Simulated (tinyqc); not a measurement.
Longitudinal sound in a periodic multilayer: transfer matrices, stop bands and folded phonons: one step, computed by the program tinyqc. Command: `OMP_NUM_THREADS=1 python tinyqc.py 3000667 3000668 out.jsonl multilayer walk`. One thread of a shared host (Intel(R) Xeon(R) Processor @ 2.30GHz), about 0.01 s of CPU time with the checks.

Layers 1 and 2 repeat with period d = d_1 + d_2; waves travel normal to the layers, without loss. State vector (u, s): displacement u and stress divided by omega. Impedances Z = rho v are in 1e6 kg/(m^2 s).

Problem. Impedances, mean velocity and Bragg frequency. Z = rho v; interface reflection r = (Z_2 - Z_1)/(Z_2 + Z_1) (stress amplitude, from 1 into 2); Bragg frequency f_B = 1/[2 (d_1/v_1 + d_2/v_2)]; long-wave velocity v_eff = d/sqrt[(d_1/v_1)^2 + (d_2/v_2)^2 + (Z_1/Z_2 + Z_2/Z_1)(d_1/v_1)(d_2/v_2)].

Inputs (values chosen for the exercise, modelled on copper (layer 1), tantalum (layer 2) and silicon (substrate)):
```
quantity            value    unit
density rho_1        9.01  g/cm^3
velocity v_1         4740     m/s
thickness d_1        9.74      nm
density rho_2        16.4  g/cm^3
velocity v_2         4110     m/s
thickness d_2        8.49      nm
substrate density    2.35  g/cm^3
substrate velocity   8290     m/s
```

Give: Z_1; Z_2; Z of the substrate; interface reflection r; Bragg frequency f_B; long-wave velocity v_eff.

Solution.

Z_1 = 42.7074

Z_2 = 67.404

Z of the substrate = 19.4815

interface reflection r = 0.2243

Bragg frequency f_B = 121.3 GHz

long-wave velocity v_eff = 4311 m/s
